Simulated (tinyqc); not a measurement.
Vacancy excess varied: nucleation and growth of vacancy voids in a cooling silicon-like crystal. Computed by tinyqc, a small Python program. Command: `OMP_NUM_THREADS=1 python tinyqc.py 3002901 3002902 out.jsonl voids walk`. One thread of a shared host (Intel(R) Xeon(R) Processor @ 2.30GHz), about 0.3 s of CPU time with the checks.

Spherical voids; vacancies are lost only to voids.

Inputs (values chosen for the exercise, close to those used for silicon): vacancy density at the melting point C_m = 5.1e+14 1/cm^3; formation energy E_f = 3.99 eV; melting point T_m = 1685 K; diffusion prefactor D0 = 0.0006 cm^2/s; migration energy E_m = 0.5 eV; site density rho = 5e+22 1/cm^3; void surface energy gamma = 0.807 J/m^2; cooling rate q = 1.1 K/min; ratio (V/G)/xi_c = 2.15; limit of the excess at high V/G = 1.2e+14 1/cm^3; temperature step = 0.25 K.

Vacancy supply: from V/G.

Constants: k_B = 8.617333262e-05 eV/K; k_B = 1.380649e-23 J/K.

Method:
- C = C_x (u - 1)/(u + 0.2) with u = (V/G)/xi_c, a form chosen for the exercise.
- C_e = C_m exp[-(E_f/k_B)(1/T - 1/T_m)]; D = D0 exp(-E_m/(k_B T)); f = k_B T ln(C/C_e); r* = 2 gamma/(rho f); W* = 16 pi gamma^3/(3 rho^2 f^2); Z = f/sqrt(12 pi W* k_B T); I = rho Z (4 pi r* D C) exp(-W*/(k_B T)).
- March down from 1500 K in steps dT, dt = dT/q, with values at the upper end of each step: a class of I dt voids is born with r*; then all classes grow by r^2 += 2 D (C - C_e) dt/rho; C falls by the vacancies added to voids. Stop at 1150 K. T_n is the T of the largest I, N the final count (classes under 1e-6 /cm^3 are dropped), and the mean radius the number average.

initial excess C = 5.87234e+13 1/cm^3

At fixed q:
```
C (1/cm^3)  T_n (K)  N (1/cm^3)  mean radius (nm)
2.30e+13    1358.50  7.5450e+06            24.237
3.50e+13    1380.00  5.4745e+06            31.037
5.90e+13    1407.50  3.6742e+06            42.211
9.40e+13    1432.75  2.5754e+06            55.524
1.50e+14    1459.00  1.8036e+06            73.092
```

More vacancies nucleate earlier (T_n rises by 100 K) and give fewer, larger voids: N goes as C^-0.76 and the radius as C^0.59, steeper than the -1/2 and +1/2 of the scaling argument at fixed D, because D rises with T_n.

Extremes, crossings and ranges named in words are read from the listed rows.
